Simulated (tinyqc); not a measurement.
Capacitances against the distance to each plane.

Endless row of lines of width wl, height tl and space sl between grounded planes at distance hd; e2 fills the gaps beside the lines, e1 the rest. Laplace's equation is solved on meshes of 3, 6 and 12 steps per unit u and extrapolated (Aitken), which is good to about 0.2 %. C_even (all lines at 1 V) is the capacitance Cg to the planes; C_odd (neighbours in antiphase) = Cg + 4 Cc if only nearest neighbours couple, which defines Cc; total with quiet neighbours Cg + 2 Cc. Plate values 2 eps0 e1 wl/hd and eps0 e2 tl/sl.

Parameters, values chosen for the exercise: relative permittivity above and below the lines e1 = 3; relative permittivity between the lines e2 = 2; line width, in units u wl = 6 u; line height tl = 10 u; space between lines sl = 6 u.

Constants: eps0 = 8.8541878128e-12 F/m. Results are converted to the units shown.

The same in every row: plate Cc (aF/um) = 29.5.

Capacitances against the distance to each plane:
```
hd (u)	Cg (aF/um)	Cc (aF/um)	Cg + 2 Cc (aF/um)	C_odd (aF/um)	plate Cg (aF/um)	share of coupling, 2 Cc/(Cg + 2 Cc) (%)
2	248	22.4	292	337	159	15.3
3	176	26.4	229	282	106	23.0
4	138	29.9	198	257	79.7	30.2
5	113	32.9	179	245	63.8	36.7
6	96.1	35.4	167	238	53.1	42.4
8	73.8	39.5	153	232	39.8	51.7
10	60.0	42.4	145	230	31.9	58.6
```

Read the table: what changes, and by how much?

As hd goes from 2 to 10, Cg falls from 248 to 60.0 aF/um, Cc rises from 22.4 to 42.4 aF/um and the share of coupling rises from 15.3 to 58.6 %. Cg is 1.55 times its plate value in the first row and 1.88 times in the last; for Cc the ratios are 0.759 and 1.44. Neighbours in antiphase raise the load by a factor of 1.15 and 1.59 over quiet ones. For hd = 10 the planes are farther than 0.8 of the pitch, so second neighbours couple too and Cg + 2 Cc understates the quiet load by a per cent or more.

Computed by the program tinyqc: `OMP_NUM_THREADS=1 python tinyqc.py 2790132 2790133 out.jsonl`, one thread of a shared Intel Xeon 2.30GHz, about 0.8 s for the whole run.
